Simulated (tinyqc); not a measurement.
Decay of LO phonons and the hot-phonon bottleneck in the cooling of electrons: one step, computed by the program tinyqc.

n(E, T) = 1/(exp(E/(k_B T)) - 1) is the Bose occupation. Electrons have a temperature T_e; the LO modes within their reach share one occupation N; the decay products stay at the lattice temperature.

Task: Electron and phonon temperatures in closed form. Net emission per electron: [(N + 1) x - N]/tau_sp with x = exp(-hbar omega/(k_B T_e)), a simple two-level balance; steady state of the modes: n [(N + 1) x - N]/tau_sp = N_m (N - N_0)/tau; power per electron P = hbar omega [(N + 1) x - N]/tau_sp. With p = P tau_sp/(hbar omega): N = N_0 + r p and x = (p + N)/(N + 1); without hot phonons N = N_0. The mode temperature T_LO solves n(hbar omega, T_LO) = N.

Inputs (values chosen for the exercise, modelled on aluminium nitride): LO energy hbar omega = 112 meV; lattice temperature T = 300 K; power supplied per electron P = 1.8 nW.

Decay channel: two equal phonons (Klemens).

emission time tau_sp = 5.087790 fs

equilibrium LO occupation N_0 = 0.01331146

bottleneck ratio r = 15.20541

Constants: e = 1.602176634e-19 C; k_B = 8.617333262e-05 eV/K.

Give: reduced power p; LO occupation N; electron temperature T_e; T_e without hot phonons; mode temperature T_LO.

Result:

reduced power p = 5.104e-04

LO occupation N = 0.02107

electron temperature T_e = 337.0 K

T_e without hot phonons = 302.6 K

mode temperature T_LO = 334.9 K

Caution: alpha is above 1/2, so hbar/tau_sp exceeds hbar omega and the emission time, a weak-coupling result, is only rough.
